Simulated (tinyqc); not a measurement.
MP2 on RHF in the sto-6g basis, for H6, spin multiplicity 1, step by step. One step of it, computed by the program tinyqc.

Question. Iteration 1: building the Fock matrix. J_ij = sum D_kl (ij|kl), K_ij = sum D_kl (ik|jl); F = H + J - 0.5 K; E = tr D H + tr D J / 2 - 0.25 tr D K + E_nn.

D at the start, lower triangle:
```
           1H 1s      2H 1s      3H 1s      4H 1s     5H 1s     6H 1s
1H 1s   0.145450
2H 1s   0.412581   1.258587
3H 1s  -0.035224   0.171250   0.943672
4H 1s  -0.205121  -0.510748   0.514987   0.943672
5H 1s   0.142290   0.173591  -0.510748   0.171250  1.258587
6H 1s   0.078116   0.142290  -0.205121  -0.035224  0.412581  0.145450
```

core Hamiltonian H = T + V (hartree), lower triangle:
```
           1H 1s      2H 1s      3H 1s      4H 1s      5H 1s      6H 1s
1H 1s  -1.525079
2H 1s  -0.934364  -1.816789
3H 1s  -0.139935  -0.715877  -1.937439
4H 1s  -0.021325  -0.146275  -1.045918  -1.937439
5H 1s  -0.001460  -0.013029  -0.146275  -0.715877  -1.816789
6H 1s  -0.000130  -0.001460  -0.021325  -0.139935  -0.934364  -1.525079
```

Two-electron integrals (ij|kl) in chemists' order, unique and non-zero (hartree):
```
(11|11) 0.774999   (21|11) 0.277983   (21|21) 0.130753   (22|11) 0.455533
(22|21) 0.277983   (22|22) 0.774999   (31|11) 0.025534   (31|21) 0.013482
(31|22) 0.033584   (31|31) 0.001744   (32|11) 0.099088   (32|21) 0.061011
(32|22) 0.181158   (32|31) 0.009625   (32|32) 0.061201   (33|11) 0.219495
(33|21) 0.129682   (33|22) 0.382170   (33|31) 0.025534   (33|32) 0.181158
(33|33) 0.774999   (41|11) 0.002947   (41|21) 0.001586   (41|22) 0.004048
(41|31) 0.000224   (41|32) 0.001306   (41|33) 0.004048   (41|41) 0.000031
(42|11) 0.014936   (42|21) 0.008860   (42|22) 0.025534   (42|31) 0.001484
(42|32) 0.009625   (42|33) 0.033584   (42|41) 0.000224   (42|42) 0.001744
(43|11) 0.082485   (43|21) 0.046502   (43|22) 0.129682   (43|31) 0.008860
(43|32) 0.061011   (43|33) 0.277983   (43|41) 0.001586   (43|42) 0.013482
(43|43) 0.130753   (44|11) 0.152061   (44|21) 0.082485   (44|22) 0.219495
(44|31) 0.014936   (44|32) 0.099088   (44|33) 0.455533   (44|41) 0.002947
(44|42) 0.025534   (44|43) 0.277983   (44|44) 0.774999   (51|11) 0.000145
(51|21) 0.000080   (51|22) 0.000213   (51|31) 0.000012   (51|32) 0.000075
(51|33) 0.000253   (51|41) 1.86e-06   (51|42) 0.000014   (51|43) 0.000109
(51|44) 0.000227   (51|51) 1.20e-07   (52|11) 0.001042   (52|21) 0.000597
(52|22) 0.001670   (52|31) 0.000101   (52|32) 0.000655   (52|33) 0.002407
(52|41) 0.000016   (52|42) 0.000130   (52|43) 0.001093   (52|44) 0.002407
(52|51) 1.12e-06   (52|52) 0.000011   (53|11) 0.009147   (53|21) 0.004973
(53|22) 0.013279   (53|31) 0.000891   (53|32) 0.005875   (53|33) 0.025534
(53|41) 0.000163   (53|42) 0.001365   (53|43) 0.013482   (53|44) 0.033584
(53|51) 0.000012   (53|52) 0.000130   (53|53) 0.001744   (54|11) 0.041326
(54|21) 0.021773   (54|22) 0.055940   (54|31) 0.003701   (54|32) 0.023479
(54|33) 0.099088   (54|41) 0.000700   (54|42) 0.005875   (54|43) 0.061011
(54|44) 0.181158   (54|51) 0.000059   (54|52) 0.000655   (54|53) 0.009625
(54|54) 0.061201   (55|11) 0.109833   (55|21) 0.056525   (55|22) 0.141226
(55|31) 0.009147   (55|32) 0.055940   (55|33) 0.219495   (55|41) 0.001640
(55|42) 0.013279   (55|43) 0.129682   (55|44) 0.382170   (55|51) 0.000145
(55|52) 0.001670   (55|53) 0.025534   (55|54) 0.181158   (55|55) 0.774999
(61|11) 0.000010   (61|21) 0.000005   (61|22) 0.000015   (61|31) 9.00e-07
(61|32) 0.000006   (61|33) 0.000021   (61|41) 1.45e-07   (61|42) 1.14e-06
(61|43) 0.000010   (61|44) 0.000021   (61|51) 9.93e-09   (61|52) 9.63e-08
(61|53) 1.14e-06   (61|54) 0.000006   (61|55) 0.000015   (62|11) 0.000096
(62|21) 0.000053   (62|22) 0.000145   (62|31) 0.000009   (62|32) 0.000059
(62|33) 0.000227   (62|41) 1.54e-06   (62|42) 0.000012   (62|43) 0.000109
(62|44) 0.000253   (62|51) 1.11e-07   (62|52) 1.12e-06   (62|53) 0.000014
(62|54) 0.000075   (62|55) 0.000213   (62|61) 9.93e-09   (62|62) 1.20e-07
(63|11) 0.001181   (63|21) 0.000629   (63|22) 0.001640   (63|31) 0.000109
(63|32) 0.000700   (63|33) 0.002947   (63|41) 0.000020   (63|42) 0.000163
(63|43) 0.001586   (63|44) 0.004048   (63|51) 1.54e-06   (63|52) 0.000016
(63|53) 0.000224   (63|54) 0.001306   (63|55) 0.004048   (63|61) 1.45e-07
(63|62) 1.86e-06   (63|63) 0.000031   (64|11) 0.006989   (64|21) 0.003625
(64|22) 0.009147   (64|31) 0.000597   (64|32) 0.003701   (64|33) 0.014936
(64|41) 0.000109   (64|42) 0.000891   (64|43) 0.008860   (64|44) 0.025534
(64|51) 0.000009   (64|52) 0.000101   (64|53) 0.001484   (64|54) 0.009625
(64|55) 0.033584   (64|61) 9.00e-07   (64|62) 0.000012   (64|63) 0.000224
(64|64) 0.001744   (65|11) 0.045165   (65|21) 0.022953   (65|22) 0.056525
(65|31) 0.003625   (65|32) 0.021773   (65|33) 0.082485   (65|41) 0.000629
(65|42) 0.004973   (65|43) 0.046502   (65|44) 0.129682   (65|51) 0.000053
(65|52) 0.000597   (65|53) 0.008860   (65|54) 0.061011   (65|55) 0.277983
(65|61) 0.000005   (65|62) 0.000080   (65|63) 0.001586   (65|64) 0.013482
(65|65) 0.130753   (66|11) 0.089859   (66|21) 0.045165   (66|22) 0.109833
(66|31) 0.006989   (66|32) 0.041326   (66|33) 0.152061   (66|41) 0.001181
(66|42) 0.009147   (66|43) 0.082485   (66|44) 0.219495   (66|51) 0.000096
(66|52) 0.001042   (66|53) 0.014936   (66|54) 0.099088   (66|55) 0.455533
(66|61) 0.000010   (66|62) 0.000145   (66|63) 0.002947   (66|64) 0.025534
(66|65) 0.277983   (66|66) 0.774999
```

nuclear repulsion = 3.90683053 hartree

Give: Coulomb J; exchange K; Fock matrix F; total energy of this density.

Answer.

Coulomb J (hartree), lower triangle:
```
        1H 1s   2H 1s   3H 1s   4H 1s   5H 1s   6H 1s
1H 1s  1.5595
2H 1s  0.8553  2.2496
3H 1s  0.1218  0.7261  2.4647
4H 1s  0.0181  0.1353  1.0986  2.4647
5H 1s  0.0012  0.0113  0.1353  0.7261  2.2496
6H 1s  0.0001  0.0012  0.0181  0.1218  0.8553  1.5595
```

exchange K (hartree), lower triangle:
```
         1H 1s   2H 1s    3H 1s   4H 1s   5H 1s   6H 1s
1H 1s   0.5086
2H 1s   0.6454  1.3213
3H 1s   0.1357  0.4910   1.2027
4H 1s  -0.0212  0.0729   0.7684  1.2027
5H 1s   0.0130  0.0094   0.0729  0.4910  1.3213
6H 1s   0.0182  0.0130  -0.0212  0.1357  0.6454  0.5086
```

Fock matrix F (hartree), lower triangle:
```
         1H 1s    2H 1s    3H 1s    4H 1s    5H 1s    6H 1s
1H 1s  -0.2199
2H 1s  -0.4018  -0.2278
3H 1s  -0.0860  -0.2353  -0.0740
4H 1s   0.0074  -0.0474  -0.3315  -0.0740
5H 1s  -0.0068  -0.0064  -0.0474  -0.2353  -0.2278
6H 1s  -0.0091  -0.0068   0.0074  -0.0860  -0.4018  -0.2199
```

total energy of this density = -2.742961 hartree
